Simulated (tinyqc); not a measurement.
## Trap density from the barrier height

Inverse problem. In a partly depleted grain with all boundary traps filled, 2 N W = Qt and VB = q N W^2/(2 eps0 eps_r). Find Qt, W and the doping at which VB would equal Vt.

Parameters, values chosen for the exercise:
- T = 350 K (temperature)
- eps_r = 11.7 (relative permittivity)

Constants: q = 1.602176634e-19 C, kB = 1.380649e-23 J/K, Vt = kB T/q, eps0 = 8.8541878128e-14 F/cm where lengths are in cm. Results are converted to the units shown.

doping = 2.2e18 cm^-3
barrier height = 0.21968639 V

Answer. Eliminating W gives VB = q Qt^2/(8 eps0 eps_r N), which falls as 1/N.

Qt = 5.00e12 cm^-2
W = 11.4 nm
doping for VB = Vt = 1.60e19 cm^-3

Computed by the program tinyqc: `OMP_NUM_THREADS=1 python tinyqc.py 2830181 2830182 out.jsonl`, one thread of a shared Intel Xeon 2.30GHz, about 0.01 s for the whole run.
